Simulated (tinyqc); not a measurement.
Worked calculation: sp3 tight binding, zinc-blende lattice. One step of it, computed by the program tinyqc.

Problem. Levels at L. Diagonalise the Hermitian matrix.

H(k) at L (eV), lower triangle (Hermitian):
```
                      a s                 a px                 a py                 a pz
a s            -15.480000
a px             0.000000            -7.590000
a py             0.000000             0.000000            -7.590000
a pz             0.000000             0.000000             0.000000            -7.590000
c s   -2.148285-2.148285i   1.630125+1.630125i   1.630125+1.630125i   1.630125+1.630125i
c px  -1.630125-1.630125i   0.828624+0.828624i  -2.071560-2.071560i  -2.071560-2.071560i
c py  -1.630125-1.630125i  -2.071560-2.071560i   0.828624+0.828624i  -2.071560-2.071560i
c pz  -1.630125-1.630125i  -2.071560-2.071560i  -2.071560-2.071560i   0.828624+0.828624i

             c s       c px       c py       c pz
c s   -15.480000
c px    0.000000  -7.590000
c py    0.000000   0.000000  -7.590000
c pz    0.000000   0.000000   0.000000  -7.590000
```

Give: eigenvalues.

Solution.

eigenvalues (eV): -19.4799  -16.3535  -11.6915  -11.6915  -8.3658  -3.4885  -3.4885  -1.9408
